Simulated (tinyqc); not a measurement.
# Off-state leakage of single and stacked transistors: subthreshold current against the height of the stack

n-channel devices of unit width. Subthreshold current I(Vg, Vs, Vd) = I0 (T/300 K)^0.5 exp[(Vg - Vs - VT(T) - gb (Vs - Vb) + dd (Vd - Vs))/(nf Vt)] (1 - exp(-(Vd - Vs)/Vt)), VT(T) = VT - cT (T - 300 K). Gate-edge tunnelling Ig (Vd/1 V) exp(ag (Vd - 1 V)), for a gate at 0 V, and band-to-band leakage Ab u exp(-Bb/u), u = Vd - Vb + 1 V, flow at a drain held at V; both are taken as independent of T. In a stack of off transistors (all gates at 0 V) the same subthreshold current passes through each.

All n gates at 0 V, bottom source at 0 V, top drain at V; node voltages follow from equal currents.

Inputs (values chosen for the exercise); values of the order met in bulk silicon logic transistors:
- T = 300 K (temperature)
- V = 0.7 V (supply voltage)
- VT = 0.48 V (threshold at 300 K, zero drain and body bias)
- cT = 0.8 mV/K (fall of the threshold with temperature)
- I0 = 0.23 uA/um (current at threshold at 300 K)
- nf = 1.28 (slope factor)
- dd = 0.16 (drain-induced lowering per volt)
- gb = 0.17 (rise of the threshold per volt of source-body bias)
- Vb = -0.3 V (body voltage)

Constants: q = 1.602176634e-19 C, kB = 1.380649e-23 J/K, Vt = kB T/q. Results are converted to the units shown.

Subthreshold current against the height of the stack:
columns A: n; B: I (nA/um); C: reduction factor; D: drain voltage of the bottom device (mV); E: source voltage of the top device (mV); F: voltage across the top device (V)
```
A         B      C      D      E       F
1  7.288e-4  1.000  700.0      0  0.7000
2  3.386e-5  21.52  76.36  76.36  0.6236
3  1.553e-5  46.92  21.61  95.75  0.6042
4  9.980e-6  73.03  12.38  106.8  0.5932
5  7.332e-6  99.40  8.661  114.4  0.5856
6  5.788e-6  125.9  6.654  120.3  0.5797
```

What does the comparison show?

The second transistor cuts the current by a factor of 21.5, the third by a further 2.18 and the sixth by 1.27. The top device keeps 82.8 % of the supply at n = 6, while the drain voltage of the bottom one falls to 0.257 Vt.

tinyqc, about 0.03 s, one thread, Intel Xeon 2.30GHz (shared host): `OMP_NUM_THREADS=1 python tinyqc.py 2242226 2242227 out.jsonl`
